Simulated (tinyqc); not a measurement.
Inside a calculation. Model: Gupta-type many-body potential for a metal. Computed by tinyqc, a small Python program that keeps every step. Command: `OMP_NUM_THREADS=1 python tinyqc.py 3018220 3018221 out.jsonl gupta walk`. One thread of a shared host (Intel(R) Xeon(R) Processor @ 2.30GHz), about 0.01 s of CPU time with the checks. Intermediate numbers are printed to about 5 digits and carried at full precision; extremes and crossings named in words are read from the listed rows.

E_i = sum_j A exp(-p (r_ij/r0 - 1)) - xi rho_i^gamma, with rho_i = sum_j exp(-2 q (r_ij/r0 - 1)); gamma = 1/2 is the tight-binding second-moment form. The crystal is fcc unless stated; d is the neighbour distance and a fixed number of shells is kept.

Inputs (values chosen for the exercise, for a model metal):
```
quantity                  value      unit
repulsion A               0.181        eV
hopping xi                 1.42        eV
decay p                    10.9         -
decay q                    3.64         -
reference distance r0     2.749  angstrom
shells kept                   1         -
embedding exponent gamma   0.55         -
```

Surface: (100).

Constants: 1 eV/angstrom^3 = 160.2176634 GPa; 1 eV/angstrom^2 = 16.02176634 J/m^2.

## Equilibrium of the fcc crystal

fcc shells: d sqrt(k), k = 1..5, with 12, 6, 24, 12, 24 atoms; Omega = d^3/sqrt2. Equilibrium: dE/dd = 0; B = d^2 E''(d)/(9 Omega).

neighbour distance d = 2.7728 angstrom

lattice constant = 3.9214 angstrom

cohesive energy E_c = 3.4036 eV

bulk modulus B = 178.47 GPa

## Shell terms at equilibrium

Repulsion and density of one neighbour in each shell, and their sums.

Shells:
```
shell  count  r (angstrom)  repulsion (eV)  density
1         12        2.7728         0.16469  0.93886
```

repulsive energy = 1.9762 eV

density rho = 11.266

The band term is -xi rho^gamma = -5.3798 eV; with the repulsion it gives -E_c.

## Unrelaxed vacancy

Each neighbour j of the vacancy loses one repulsive term and one density term: E_v = sum_shells count x {-repulsion - xi [(rho - density)^gamma - rho^gamma]}. (The removed atom returns to a bulk-like site, so its own energy cancels.)

vacancy energy E_v = 1.0405 eV

ratio E_v/E_c, E_c = xi rho^gamma less the repulsive energy = 0.30571

A pair potential gives E_v = E_c; here the ratio is 0.31, as the remaining bonds of the neighbours strengthen when one is lost.

## Elastic constants

Second derivatives of E/Omega at equilibrium under homogeneous strain: e_xx = h gives C11; e_xx = -e_yy = h gives 2 (C11 - C12); e_xy = e_yx = h/2 gives C44.

C11 = 225.32 GPa

C12 = 155.05 GPa

C44 = 70.266 GPa

Cauchy pressure C12 - C44 = 84.785 GPa

C12/C44 = 2.21; pair forces would give 1. The excess comes from the curvature of the embedding term.

## The (100) surface

Cut the crystal without relaxation; an atom in layer l keeps the neighbours that lie below the surface plane. Excess = E_i + E_c. Surface energy = sum of excesses over the layers, divided by the area per surface atom: (sqrt3/2) d^2 for (111), d^2 for (100), sqrt2 d^2 for (110).

Layers:
```
layer  nearest neighbours  repulsion (eV)     rho  excess (eV)
1                       8          1.3175  7.5109      0.41663
```

excess per surface atom = 0.41663 eV

surface energy = 0.86820 J/m^2

## Three surfaces against bond counting

Bond counting with pair bonds charges E_c/12 for each missing nearest neighbour: 3, 4 and 6 per surface cell.

Surfaces:
```
face   missing bonds  excess (eV)  bond counting (eV)    ratio  surface energy (J/m^2)
(111)              3      0.29324              0.8509  0.34462                 0.70560
(100)              4      0.41663              1.1345  0.36723                 0.86820
(110)              6      0.64346              1.7018  0.37810                 0.94813
```

The order of surface energies is (111) < (100) < (110), with (110)/(111) = 1.344 against 1.225 from counting first-neighbour bonds. The excess is 0.34 to 0.38 of the bond-counting value: atoms with fewer neighbours have stronger bonds. Caution: relaxation, left out here, lowers surface energies.

## Energy against coordination

Nearest neighbours only, z equal bonds relaxed to their best length: r/r0 = 1 + ln[A p z^(1 - gamma)/(2 q gamma xi)]/(p - 2 q gamma), E = z A exp(-p (r/r0 - 1)) - xi [z exp(-2 q (r/r0 - 1))]^gamma.

Relaxed bonds:
```
z   r (angstrom)  E per atom (eV)  E/z (eV)
1         2.3271          -1.6610   -1.6610
2         2.4514          -2.0290   -1.0145
3         2.5241          -2.2809   -0.7603
4         2.5757          -2.4785   -0.6196
6         2.6485          -2.7863   -0.4644
8         2.7001          -3.0276   -0.3784
9         2.7212          -3.1323   -0.3480
12        2.7728          -3.4036   -0.2836
```

Bonds lengthen from 2.327 to 2.773 angstrom between z = 1 and 12, and |E| grows as z^0.289, the exponent gamma (p - 2q)/(p - 2 q gamma) = 0.289; pair bonds would give z^1 at a fixed length.

Checks made by the program: closed form for one shell, E_c = xi rho^gamma (1 - 2 q gamma/p) (relative difference 1e-09); sum of the shell terms (relative difference below 1e-10); (C11 + 2 C12)/3 against B (relative difference 2e-10).
